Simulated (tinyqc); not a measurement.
Trading HF for NH4F at fixed fluoride: speciation in dilute and buffered hydrofluoric acid, oxide etch rate and bath loading. Computed by tinyqc, a small Python program. Command: `OMP_NUM_THREADS=1 python tinyqc.py 3120308 3120309 out.jsonl hfetch walk`. One thread of a shared host (Intel(R) Xeon(R) Processor @ 2.30GHz), about 0.01 s of CPU time with the checks.

Concentrations stand for activities, NH4+ and Cl- are spectators, and water ionisation is neglected. H, F and HF2 denote the ions H+, F- and HF2-. The base temperature is 298 K.

Inputs (values chosen for the exercise, of the order of those for thermal oxide at room temperature): HF added = 1 mol/L; NH4F added = 0.72 mol/L; K1 = [H][F]/[HF] = 0.00065 mol/L; K2 = [HF2]/([HF][F]) = 3.76 L/mol; K3 = [H2F2]/[HF]^2 = 2.48 L/mol; rate constant of neutral HF k_a = 9.3 nm L/(min mol); rate constant of HF2 k_b = 61 nm L/(min mol).

Method:
- Fluoride balance: [HF] + [F] + 2 [HF2] + 2 [H2F2] = HF added + NH4F added. Acid balance: [H] + [HF] + [HF2] + 2 [H2F2] = HF added + HCl added. For a trial [H], [HF] = [H][F]/K1, and the fluoride balance is a quadratic in [F].
- Rate = k_a ([HF] + 2 [H2F2]) + k_b [HF2], an empirical two-term form.
- Total fluoride is held at HF + NH4F added, without HCl; x is the share added as HF.

Against x:
```
x         pH  [F] (mol/L)  [HF] (mol/L)  [HF2] (mol/L)  rate (nm/min)
0.05  5.2869       1.5612       0.01241        0.07283          4.565
0.15  4.6486       1.2568       0.04342        0.20520         13.008
0.30  4.0836       0.8551       0.10853        0.34896         22.839
0.40  3.7803       0.6396       0.16320        0.39252         26.690
0.50  3.5106       0.4685       0.22244        0.39183         28.253
0.60  3.2605       0.3341       0.28215        0.35444         27.917
0.75  2.8793       0.1810       0.36772        0.25029         24.925
0.90  2.3565       0.0659       0.44609        0.11051         20.069
1.00  1.5229       0.0106       0.48824        0.01942         16.721
```

What follows from these numbers?

[HF2] is largest at x = 0.4 and the rate at x = 0.5 among these rows; HF2 needs both HF and F. At its best the mixture etches 1.69 times as fast as HF alone.

Extremes, crossings and ranges named in words are read from the listed rows.
